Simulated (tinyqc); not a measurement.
# CMOS inverter, nodal equation and switching: two studies

An n-channel pull-down (bn, VTn) and a p-channel pull-up (bp, VTp) share the input Vin and the output node Vout, which carries the load C. Transistor (EKV form, voltages against the body): I = 2 n b Vt^2 [F(vp - Vs) - F(vp - Vd)] from drain to source, F(v) = ln^2(1 + exp(v/(2 Vt))), vp = (Vg - VT + sg |Vd - Vs|)/n. n-channel bodies are at 0; for the p-channel device all voltages are counted down from Vdd. b in uA/V^2 gives I in uA. Static: In = Ip. Transient: C dVout/dt = Ip - In. No velocity saturation, no gate capacitance beyond C.

Values chosen for this exercise:

| symbol | value | unit | meaning |
|---|---|---|---|
| T | 273 | K | temperature |
| Vdd | 0.75 | V | supply voltage |
| n | 1.28 |  | slope factor |
| sg | 0.115 |  | drain-induced barrier lowering |
| VTn | 0.28 | V | n-channel threshold |
| VTp | 0.31 | V | p-channel threshold (magnitude) |
| bn | 550 | uA/V^2 | gain factor of the pull-down transistor |
| bp | 440 | uA/V^2 | gain factor of the pull-up transistor |
| C | 0.8 | fF | load capacitance |

Constants: q = 1.602176634e-19 C, kB = 1.380649e-23 J/K, Vt = kB T/q. Results are converted to the units shown.

Each table varies one quantity; the others keep the values above.

## Effect of the n-channel threshold

VM solves In = Ip with Vin = Vout; VIL and VIH are the inputs of gain -1, NML = VIL - Vout(VIH), NMH = Vout(VIL) - VIH. For a step input the delay to Vdd/2 is tHL = C times the integral of dV/(In - Ip) from Vdd/2 to Vdd at Vin = Vdd, and tLH likewise with Ip - In from 0 to Vdd/2 at Vin = 0.

Effect of the n-channel threshold:
```
VTn (V)  VM (V)  gain at VM  NML (V)  NMH (V)  tHL (ps)  tLH (ps)
0.15     0.2933      -8.672   0.1574   0.3431     3.199     6.872
0.2      0.3168      -8.691   0.1926   0.3250     3.721     6.870
0.25     0.3402      -8.695   0.2271   0.3065     4.396     6.870
0.3      0.3635      -8.695   0.2609   0.2876     5.285     6.870
0.35     0.3867      -8.695   0.2937   0.2681     6.482     6.870
0.4      0.4099      -8.695   0.3255   0.2481     8.140     6.870
0.45     0.4329      -8.695   0.3563   0.2273     10.53     6.870
0.5      0.4558      -8.695   0.3860   0.2058     14.14     6.870
```

As VTn goes from 0.15 to 0.5 V, VM rises from 0.293 to 0.456 V, the size of the gain stays near 8.69, tHL rises from 3.20 to 14.1 ps and tLH stays near 6.87 ps. The smaller margin is largest, 0.268 V, at VTn = 0.35 V among the rows. For VTn = 0.15 to 0.2 V the overdrive passes 0.5 V, where velocity saturation, left out here, would lengthen the delays of short devices.

## Effect of the gain factor of the pull-up transistor

Same model as above.

Result of one run:
```
bp (uA/V^2)  VM (V)  gain at VM  NML (V)  NMH (V)  tHL (ps)  tLH (ps)
930          0.3789      -8.695   0.2773   0.2657     4.899     3.250
```

What becomes of these results when the gain factor of the pull-up transistor bp is changed from 930 to 260 uA/V^2, all else the same?

Result of the changed run:
```
bp (uA/V^2)  VM (V)  gain at VM  NML (V)  NMH (V)  tHL (ps)  tLH (ps)
260          0.3369      -8.695   0.2270   0.3163     4.899     11.63
```

The whole series:
```
bp (uA/V^2)  VM (V)  gain at VM  NML (V)  NMH (V)  tHL (ps)  tLH (ps)
110          0.3092      -8.695   0.1953   0.3505     4.899     27.48
170          0.3231      -8.695   0.2111   0.3333     4.899     17.78
260          0.3369      -8.695   0.2270   0.3163     4.899     11.63
400          0.3510      -8.695   0.2437   0.2990     4.899     7.557
610          0.3650      -8.695   0.2604   0.2822     4.899     4.955
930          0.3789      -8.695   0.2773   0.2657     4.899     3.250
1400         0.3922      -8.695   0.2937   0.2500     4.899     2.159
2200         0.4068      -8.695   0.3117   0.2333     4.899     1.374
```

As bp goes from 110 to 2200 uA/V^2, VM rises from 0.309 to 0.407 V, the size of the gain stays near 8.70, tHL stays near 4.90 ps and tLH falls from 27.5 to 1.37 ps. The smaller margin is largest, 0.266 V, at bp = 930 uA/V^2 among the rows. A stronger pull-up raises VM and trades low-side against high-side margin.

Numbers from tinyqc (`OMP_NUM_THREADS=1 python tinyqc.py 2340166 2340167 out.jsonl`; about 0.06 s on one thread of a shared Intel Xeon 2.30GHz).
